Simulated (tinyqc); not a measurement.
Adsorption as a lattice gas: isotherms with interactions, competition, desorption peaks and saturation dose: one step, computed by the program tinyqc.

One adsorbate per site; a molecule needs 1 empty site. Gas and surface have the same temperature.

Question. Flux and the Langmuir coverage. Flux F = p/sqrt(2 pi M k_B T); k_d = nu exp(-E/(k_B T)); s0 F (1 - theta) = N_s k_d theta, so y = s0 F/(N_s k_d), theta = y/(1 + y). With a second gas on the same sites theta = y/(1 + y + K_B p_B).

Inputs (values chosen for the exercise, for a model surface):

| quantity | value | unit |
|---|---|---|
| desorption energy E | 1.43 | eV |
| prefactor nu | 8.7e+12 | 1/s |
| site density N_s | 4.4 | 1/nm^2 |
| molecular mass M | 194 | u |
| sticking coefficient s0 | 0.0034 | - |
| temperature T | 604 | K |
| pressure p | 6.9 | Pa |
| blocking by a second gas, K_B p_B | 5.3 | - |

Adsorption: molecular (first order).

Constants: u = 1.6605390666e-27 kg; k_B = 1.380649e-23 J/K; k_B = 8.617333262e-05 eV/K.

Give: flux F; k_d; y; Langmuir coverage; coverage with the second gas.

Answer.

flux F = 53110 1/(nm^2 s)

k_d = 10.18 1/s

y = 4.033

Langmuir coverage = 0.8013

coverage with the second gas = 0.3903
